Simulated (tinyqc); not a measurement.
Reverse leakage of an n+-p junction: diffusion, generation, trap-assisted and band-to-band tunnelling: two steps of the calculation.

One-sided abrupt junction in the depletion approximation, x from the junction (0) to W on the p side, field F = F0 (1 - x/W). Flat quasi-Fermi levels, long p side. Traps generate through SRH with both lifetimes shortened by 1 + Gamma (Hurkx enhancement, form for moderate fields); band-to-band generation is local and needs a total bending above Eg.

Parameters, values chosen for the exercise; band and dielectric values close to those of silicon: temperature T = 300 K; band gap Eg = 1.13 eV; relative permittivity eps_r = 11.6; conduction-band density of states at T Nc = 2.8e19 cm^-3; valence-band density of states at T Nv = 2.61e19 cm^-3; acceptor density of the lighter side Na = 7.1e16 cm^-3; donor density of the heavier side Nd = 1e19 cm^-3; SRH lifetime of both carriers at zero field tau = 9e-7 s; trap level above the intrinsic level Et = 0 eV; tunnelling mass mt = 0.23 m0; electron diffusion coefficient on the lighter side Dn = 4.5 cm^2/s; band-to-band prefactor Ab = 5.2e14 cm^-0.5 V^-2.5 s^-1; band-to-band field constant Bb = 1.86e7 V/cm; reverse bias VR = 1.8 V.

Constants: q = 1.602176634e-19 C, kB = 1.380649e-23 J/K, hbar = 1.054571817e-34 J s, m0 = 9.1093837015e-31 kg, Vt = kB T/q, eps0 = 8.8541878128e-14 F/cm where lengths are in cm. Results are converted to the units shown.

Task 1. Field, scales and diffusion current. ni = sqrt(Nc Nv) exp(-Eg/(2 Vt)), Eg in volts; Vbi = Vt ln(Na Nd/ni^2); W = sqrt(2 eps0 eps_r (Vbi + VR)/(q Na)); F0 = 2 (Vbi + VR)/W; FG = sqrt(24 mt m0 (kB T)^3)/(q hbar); J_diff = q ni^2 sqrt(Dn/tau)(1 - exp(-VR/Vt))/Na.

Wanted: ni; Vbi; W; F0; FG; J_diff.

Result 1.

ni = 8.7160e9 cm^-3
Vbi = 0.95067 V
W = 222.87 nm
F0 = 246.84 kV/cm
FG = 353.78 kV/cm
J_diff = 3.8333e-13 A/cm^2

Task 2. Generation rates across the layer. u = (Vbi + VR)(1 - x/W)^2, p = Na exp(-u/Vt), n = Nd exp((u - Vbi - VR)/Vt); G0 = ni^2 (1 - exp(-VR/Vt))/(tau (n + p + 2 ni cosh(Et/Vt))); Gamma = 2 sqrt(3 pi)(F/FG) exp((F/FG)^2); trap-assisted part G0 Gamma; G_bb = Ab F^2.5 exp(-Bb/F) with F in V/cm, zero unless Vbi + VR > Eg. 14 equal steps.

ni = 8.7159960e9 cm^-3
Vbi = 0.95067424 V
W = 222.87100 nm
F0 = 246.84003 kV/cm
FG = 353.78082 kV/cm

Wanted: x; F; Gamma; G0; G0 Gamma; G_bb.

Result 2.

```
point  x (nm)  F (kV/cm)   Gamma  G0 (cm^-3 s^-1)  G0 Gamma (cm^-3 s^-1)  G_bb (1e-5 cm^-3 s^-1)
0         0.0      246.8   6.971          8.441e6                5.884e7                   2.964
1        15.9      229.2   6.053         1.951e13               1.181e14                   0.007
2        31.8      211.6   5.251         4.841e15               2.542e16                   0.000
3        47.8      193.9   4.546         4.842e15               2.201e16                   0.000
4        63.7      176.3   3.923         4.842e15               1.899e16                   0.000
5        79.6      158.7   3.368         4.842e15               1.631e16                   0.000
6        95.5      141.1   2.870         4.842e15               1.390e16                   0.000
7       111.4      123.4   2.419         4.842e15               1.171e16                   0.000
8       127.4      105.8   2.008         4.779e15               9.595e15                   0.000
9       143.3       88.2   1.628         7.812e14               1.272e15                   0.000
10      159.2       70.5   1.274         7.026e12               8.948e12                   0.000
11      175.1       52.9  0.9387         1.574e11               1.477e11                   0.000
12      191.0       35.3  0.6181         1.043e10                6.445e9                   0.000
13      207.0       17.6  0.3068          2.046e9                6.276e8                   0.000
14      222.9        0.0       0          1.189e9                      0                   0.000
```

Range of the model: The n+ side is degenerate, so Vbi from Boltzmann statistics is only a guide.

Computed by the program tinyqc: `OMP_NUM_THREADS=1 python tinyqc.py 2290073 2290074 out.jsonl`, one thread of a shared Intel Xeon 2.30GHz, about 0.01 s for the whole run.
